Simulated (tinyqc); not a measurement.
Inside a calculation: Slater-Koster d bands of a bcc metal. Values are carried at full precision from step to step, so a last printed digit may differ when a step is redone from the rounded ones.

Slater-Koster d bands. For a bond with direction cosines (l, m, n) the 5 x 5 block is dds Ps + ddp Pp + ddd (1 - Ps - Pp), the projectors on sigma, pi and delta states about the bond; for instance <xy|xy> = 3 l^2 m^2 dds + (l^2 + m^2 - 4 l^2 m^2) ddp + (n^2 + l^2 m^2) ddd, <xy|yz> = 3 l m^2 n dds + l n (1 - 4 m^2) ddp + l n (m^2 - 1) ddd and <3z2-r2|3z2-r2> = (n^2 - (l^2 + m^2)/2)^2 dds + 3 n^2 (l^2 + m^2) ddp + (3/4)(l^2 + m^2)^2 ddd. H(k) sums the blocks times cos(k.R) over the neighbours; the d level is the zero of energy; k in 2 pi/a.

Values chosen for the exercise (of the size met in Fe; shifted at random, so the results belong to these values and not to a real crystal):
- dds = -0.703 eV (dd sigma)
- ddp = 0.359 eV (dd pi)
- ddd = -0.091 eV (dd delta)
- f2 = 0.487 (factor on all three integrals for second neighbours)
- k = (0.16, 0.03, 0) 2 pi/a (wave vector)
- Nd = 6 (d electrons per atom)

## The block of one bond

Direction (1,1,1)/sqrt3; its eigenvalues must be dds once, ddp twice and ddd twice.

block (eV), lower triangle:
```
,xy,yz,zx,x2-y2,3z2-r2
xy,-0.1950
yz,-0.2540,-0.1950
zx,-0.2540,-0.2540,-0.1950
x2-y2,0,-0.1500,0.1500,0.2090
3z2-r2,-0.1732,0.0866,0.0866,0,0.2090
```

## Levels at Gamma

Neighbours: eight at (a/2)(1,1,1) and equivalents, and six at a(1,0,0) and equivalents with the integrals times f2.

Summing the blocks at k = 0 gives E(t2g) = (8/3) dds + (16/9) ddp + (32/9) ddd + f2 (4 ddp + 2 ddd), E(eg) = (16/3) ddp + (8/3) ddd + f2 (3 dds + 3 ddd).

levels (eV): t2g (threefold) -0.9493, eg (twofold) 0.5120

The t2g level lies lower, by 1.4613 eV.

## The Hamiltonian at one k

Sum over the neighbours.

H(k) (eV), lower triangle:
```
,xy,yz,zx,x2-y2,3z2-r2
xy,-0.9188
yz,0,-0.7153
zx,0,0.0921,-0.9110
x2-y2,0,0,0,0.5568
3z2-r2,0.0628,0,0,-0.1152,0.4132
```

## Levels and character

Diagonalise H; t2g is xy, yz, zx and eg the other two.

levels (eV): -0.9476  -0.9217  -0.6788  0.3516  0.6214

weights:
```
,band 1,band 2,band 3,band 4,band 5
t2g,1.000,0.998,1.000,0.002,0.000
eg,0.000,0.002,0.000,0.998,1.000
```

## Levels at points of symmetry

Coordinates: G (0, 0, 0), H (1, 0, 0), N (0.5, 0.5, 0), P (0.5, 0.5, 0.5); the others lie half way.

Levels (eV):
```
k,band 1,band 2,band 3,band 4,band 5
G,-0.949,-0.949,-0.949,0.512,0.512
G-H 0.5,-0.983,-0.089,-0.089,0.209,0.788
H,-2.832,-2.832,2.171,2.171,2.171
N,-1.943,-1.914,0.917,0.983,2.121
P,-0.611,-0.611,-0.611,1.160,1.160
P-G 0.5,-1.447,-1.447,0.768,0.768,0.885
G-N 0.5,-1.446,-1.219,0.502,0.586,0.747
```

On these points the bands run from -2.832 (H) to 2.171 eV (H).

## Second moment and the rectangular band

mu2 = z (dds^2 + 2 ddp^2 + 2 ddd^2)/5 per orbital, with z = 8 + 6 f2^2. A rectangular band with the same mu2 has width W = sqrt(12 mu2), Fermi level W (Nd/10 - 1/2) and bond energy -W Nd (10 - Nd)/20 (Friedel).

mu2 = 1.4484 eV^2
W = 4.1690 eV
Fermi level = 0.4169 eV
bond energy per atom = -5.0028 eV

The bond energy is the attractive part alone; the repulsion between atoms, left out, cancels a large share of it in the cohesive energy.

## Checks

- Levels at Gamma from the formulas against H(0): they agree to 1e-10 or better.
- Second moment from the formula against the mean square level on the mesh: both 1.44838.

(tinyqc, `OMP_NUM_THREADS=1 python tinyqc.py 1451188 1451189 out.jsonl`, Intel(R) Xeon(R) Processor @ 2.30GHz, 1 thread, shared host, about 0.03 s.)
